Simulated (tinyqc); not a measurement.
Debye-Callaway model of lattice thermal conductivity: one step, computed by the program tinyqc.

Three acoustic branches with one velocity v, cut at omega_D = k_B Theta/hbar; x = hbar omega/(k_B T). v and Theta are separate inputs: Theta cuts off the heat-carrying modes, so C need not reach 3 k_B/V. gamma is an effective value that sets the umklapp rate.

Task: Mass-fluctuation parameter. A vacancy counts as a mass defect Delta M/M = -3 (the missing mass and twice its bonds), so Gamma = 9 n_v. A = V Gamma/(4 pi v^3).

Inputs (values chosen for the exercise, for a model crystal): sound velocity v = 2800 m/s; volume per atom V = 28.7 angstrom^3; vacancy fraction n_v = 0.00021.

Sample: crystal. Point defects: vacancies. Normal processes: included.

Give: Gamma; Rayleigh coefficient A.

Result:

Gamma = 0.00189

Rayleigh coefficient A = 1.966e-43 s^3
